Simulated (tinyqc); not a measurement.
Inside a calculation. Method: MP2 on RHF in the sto-6g basis, frozen core, for BeH2, spin multiplicity 1. One step of it, computed by the program tinyqc.

Task: Second-order Moller-Plesset energy. E2 = sum_ijab (ia|jb) [2 (ia|jb) - (ib|ja)] / (e_i + e_j - e_a - e_b) over occupied i, j and virtual a, b; the opposite-spin part is (ia|jb)^2 / denominator, the rest is same-spin, and SCS-MP2 scales them by 6/5 and 1/3.

orbital energies (hartree): MO1 -4.607735, MO2 -0.407445, MO3 -0.364032, MO4 0.208899, MO5 0.209608, MO6 0.326332, MO7 0.637579

Two-electron integrals over orbitals (pq|rs), unique and non-zero (hartree); the lowest 1 orbital is frozen and left out:
```
(22|22) 0.367504    (32|32) 0.157663    (33|22) 0.378772    (33|33) 0.401996
(42|22) 0.002913    (42|33) 0.004265    (42|42) 0.046635    (43|32) 0.006831
(43|43) 0.012294    (44|22) 0.348403    (44|33) 0.328519    (44|42) -0.013542
(44|44) 0.450478    (52|52) 0.046468    (53|53) 0.011839    (54|52) -0.004106
(54|54) 0.024512    (55|22) 0.348628    (55|33) 0.328449    (55|42) -0.005442
(55|44) 0.401279    (55|55) 0.450117    (62|22) -0.012588   (62|33) -0.039913
(62|42) -0.002695   (62|44) 0.070623    (62|55) 0.071863    (62|62) 0.085467
(63|32) -0.091665   (63|43) -0.005895   (63|63) 0.088067    (64|22) 0.000373
(64|33) -0.002630   (64|42) 0.044796    (64|44) -0.000794   (64|55) 0.004155
(64|62) 0.011065    (64|64) 0.048421    (65|52) 0.046139    (65|54) -0.002525
(65|65) 0.049085    (66|22) 0.370875    (66|33) 0.381213    (66|42) 0.010813
(66|44) 0.348691    (66|55) 0.349933    (66|62) -0.023273   (66|64) 0.006830
(66|66) 0.389345    (72|32) -0.038955   (72|43) -0.005356   (72|63) 0.063606
(72|72) 0.058223    (73|22) 0.001345    (73|33) -0.018386   (73|42) -0.007324
(73|44) 0.072799    (73|55) 0.073141    (73|62) 0.080916    (73|64) 0.005876
(73|66) -0.018069   (73|73) 0.089078    (74|32) -0.011807   (74|43) 0.012550
(74|63) 0.007694    (74|72) 0.002457    (74|74) 0.017966    (75|53) 0.013099
(75|75) 0.017062    (76|32) 0.138268    (76|43) 0.007422    (76|63) -0.089164
(76|72) -0.045048   (76|74) -0.010102   (76|76) 0.133567    (77|22) 0.392668
(77|33) 0.407611    (77|42) 0.000707    (77|44) 0.373759    (77|55) 0.373567
(77|62) -0.013991   (77|64) -0.002194   (77|66) 0.402929    (77|73) 0.006818
(77|77) 0.443816
```

Hartree-Fock energy = -15.65349207 hartree

Give: Terms; Pair energies; MP2 correlation energy; SCS-MP2 correlation energy; MP2 total energy.

Result:

Terms:
```
i  j  a  b  (ia|jb)  (ib|ja)  denominator       term
3  3  6  6   0.0881   0.0881      -1.3807    -0.0056
2  2  6  6   0.0855   0.0855      -1.4676    -0.0050
2  3  6  7   0.0809   0.0636      -1.7354    -0.0046
3  2  7  6   0.0809   0.0636      -1.7354    -0.0046
3  3  7  7   0.0891   0.0891      -2.0032    -0.0040
2  2  4  4   0.0466   0.0466      -1.2327    -0.0018
2  2  5  5   0.0465   0.0465      -1.2341    -0.0017
3  2  6  7   0.0636   0.0809      -1.7354    -0.0017
2  3  7  6   0.0636   0.0809      -1.7354    -0.0017
2  2  7  7   0.0582   0.0582      -2.0900    -0.0016
3  3  4  4   0.0123   0.0123      -1.1459  -1.32e-04
3  3  5  5   0.0118   0.0118      -1.1473  -1.22e-04
2  3  4  7  -0.0073  -0.0054      -1.6180  -4.21e-05
3  2  7  4  -0.0073  -0.0054      -1.6180  -4.21e-05
3  3  4  6  -0.0059  -0.0059      -1.2633  -2.75e-05
3  3  6  4  -0.0059  -0.0059      -1.2633  -2.75e-05
3  2  4  7  -0.0054  -0.0073      -1.6180  -1.12e-05
2  3  7  4  -0.0054  -0.0073      -1.6180  -1.12e-05
2  2  4  6  -0.0027  -0.0027      -1.3501  -5.38e-06
2  2  6  4  -0.0027  -0.0027      -1.3501  -5.38e-06
```

Pair energies (hartree; pair i-j sums ij and ji):
```
pair  opposite spin  same spin
2-2         -0.0101          0
3-2         -0.0123  -3.50e-04
3-3         -0.0099          0
```

MP2 correlation energy = -0.032672 hartree

SCS-MP2 correlation energy = -0.038902 hartree

MP2 total energy = -15.686164 hartree
